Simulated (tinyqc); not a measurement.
From one set of inputs to another, one input at a time: classical nucleation, growth and JMAK kinetics of crystallisation from a melt or glass. Computed by tinyqc, a small Python program. Command: `OMP_NUM_THREADS=1 python tinyqc.py 3009271 3009272 out.jsonl nucl ladder`. One thread of a shared host (Intel(R) Xeon(R) Processor @ 2.30GHz), about 0.01 s of CPU time with the checks.

A spherical nucleus cap on a flat wall with a sharp interface of isotropic energy gamma; lambda = Omega^(1/3) is the jump distance.

The inputs printed are set A. Inputs not listed in the table keep their values of set A, so the rows need not describe a real material.

Inputs (values chosen for the exercise, for a model substance):

| quantity | value | unit |
|---|---|---|
| melting point T_m | 1500 | K |
| heat of melting per volume H | 2180 | J/cm^3 |
| interface energy gamma | 0.306 | J/m^2 |
| atomic volume Omega | 31.8 | angstrom^3 |
| temperature T | 853 | K |
| diffusion prefactor D0 | 2e-06 | m^2/s |
| activation energy Q | 1.73 | eV |
| contact angle theta | 65 | degrees |
| wall area per volume S_v | 230000 | 1/m |

Nucleation: on a flat wall. Driving force: Turnbull (linear).

Constants: e = 1.602176634e-19 C; k_B = 1.380649e-23 J/K; k_B = 8.617333262e-05 eV/K.

Method:
- Driving force per volume: dG = H (T_m - T)/T_m.
- Shape factor f = (2 + cos theta)(1 - cos theta)^2/4.
- W(r) = f [4 pi r^2 gamma - (4/3) pi r^3 dG]; r* = 2 gamma/dG; W* = f 16 pi gamma^3/(3 dG^2); n* = f (4/3) pi r*^3/Omega.
- Growth (Wilson-Frenkel): u = (D/lambda) [1 - exp(-dG Omega/(k_B T))].
- D = D0 exp(-Q/(k_B T)).
- D = D0 exp(-Q/(k_B T)); attachment rate k+ = (A*/lambda^2) D/lambda^2 with A* = 2 pi r*^2 (1 - cos theta); Zeldovich factor Z = sqrt(W*/(3 pi k_B T))/n*; sites per volume N = S_v/lambda^2; I = N Z k+ exp(-W*/(k_B T)); lag time = 1/(4 pi Z^2 k+).
- JMAK with steady nucleation and growth, nuclei spread at random: extended fraction X_e = (pi/3) I u^3 t^4, X = 1 - exp(-X_e); t_X = [-3 ln(1 - X)/(pi I u^3)]^(1/4); final grains per volume = Gamma(5/4) (3/pi)^(1/4) (I/u)^(3/4), Gamma(5/4) = 0.9064024771.
- The nose is the T between 0.3 and 0.97 T_m where I u^3 is largest; the time is for X = 1e-6, and the critical cooling rate is estimated as (T_m - T_nose)/t_nose.

Each row keeps all changes above it:

| input moved | from | to | barrier W* (eV) | growth velocity u (m/s) | nose temperature (K) |
|---|---|---|---|---|---|
| set A | - | - | 0.68425 | 3.4926e-07 | 1074.4 |
| interface energy gamma (J/m^2) | 0.306 | 0.0645 | 0.00641 | 3.4926e-07 | 1371.8 |
| atomic volume Omega (angstrom^3) | 31.8 | 22.2 | 0.00641 | 3.5483e-07 | 1370.2 |
| heat of melting per volume H (J/cm^3) | 2180 | 892 | 0.03827 | 2.2048e-07 | 1296.9 |
| wall area per volume S_v (1/m) | 230000 | 15000000 | 0.03827 | 2.2048e-07 | 1296.9 |
| activation energy Q (eV) | 1.73 | 1.22 | 0.03827 | 2.2730e-04 | 1266.7 |
| diffusion prefactor D0 (m^2/s) | 2e-06 | 2.9e-05 | 0.03827 | 3.2959e-03 | 1266.7 |
| contact angle theta (degrees) | 65 | 75 | 0.05881 | 3.2959e-03 | 1241.0 |

Barrier W* goes from 0.684 to 0.0588, a factor 0.0859 in all. The largest single move comes from interface energy gamma (a factor 0.00937), and heat of melting per volume H works against it (a factor 5.97). Growth velocity u goes from 3.49e-7 to 0.00330, a factor 9440 in all. The largest single move comes from activation energy Q (a factor 1030). Nose temperature goes from 1070 to 1240, a factor 1.15 in all. The largest single move comes from interface energy gamma (a factor 1.28), and heat of melting per volume H works against it (a factor 0.946). The single moves hold for this order of the switches; the total does not depend on the order.

Caution (all rows): with under 20 atoms in the nucleus or a barrier under 10 k_B T the capillary model is only a guide. Caution (rows interface energy gamma, atomic volume Omega, heat of melting per volume H, wall area per volume S_v, activation energy Q, diffusion prefactor D0, contact angle theta): at the nose the nucleus has under 20 atoms or the barrier is under 10 k_B T, so the result is only a guide. Caution (rows interface energy gamma, atomic volume Omega, heat of melting per volume H, wall area per volume S_v, activation energy Q, diffusion prefactor D0, contact angle theta): at the nose the lag time is not small against the nose time, so steady nucleation overstates the critical cooling rate.

Extremes, crossings and ranges named in words are read from the listed rows.
